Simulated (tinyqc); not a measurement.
Tunnelling through a gate dielectric with the two-band (Franz) dispersion, WKB transmission and Tsu-Esaki current: one step of the calculation.

Electrons leave the emitter at x = 0. Energies E (motion across the layers) are in eV from the emitter Fermi level; the collector Fermi level lies at -V and offers states at every E. No charge in the dielectric and no image force: F1 = V/t1, U = phi1 - F1 x. With C = hbar^2/(2 m0), kappa = sqrt(m u (1 - u/Egx)/C), u = U - E where U > E and 0 elsewhere; T(E) = exp(-S), S = 2 times the integral of kappa over x.

Problem. WKB exponent in closed form. Each layer adds (2/F) sqrt(m/C) [G(u at its left edge) - G(u at its right edge)] to S, with u = U - E (0 where negative) and G(u) = Egx^1.5 (th - sin(4 th)/4)/4, th = arcsin sqrt(u/Egx). The slope follows from 1/d = -dS/dE.

Inputs (values chosen for the exercise); dielectric values close to those of hafnium oxide: barrier of layer 1 above the emitter Fermi level at zero bias phi1 = 1.5 eV; tunnelling mass of layer 1 m1 = 0.21 m0; thickness of layer 1 t1 = 2 nm; gap parameter of the two-band dispersion, set freely Egx = 6.9 eV; voltage across the dielectric V = 0.8 V; energy of the electron followed E = 0.09 eV.

Constants: q = 1.602176634e-19 C, hbar = 1.054571817e-34 J s, m0 = 9.1093837015e-31 kg, hbar^2/(2 m0) = 0.0380998212 eV nm^2. Results are converted to the units shown.

Give: S; T(E); energy d over which T(E) grows by a factor e.

Solution.

S = 8.639
T(E) = 1.770e-4
energy d over which T(E) grows by a factor e = 0.2718 eV

The midpoint rule gives S = 8.6419, so its T(E) is 0.24 % below this value. The band edge stays above E through the whole stack: direct tunnelling through a trapezoid.

tinyqc, about 0.02 s, one thread, Intel Xeon 2.30GHz (shared host): `OMP_NUM_THREADS=1 python tinyqc.py 2540087 2540088 out.jsonl`
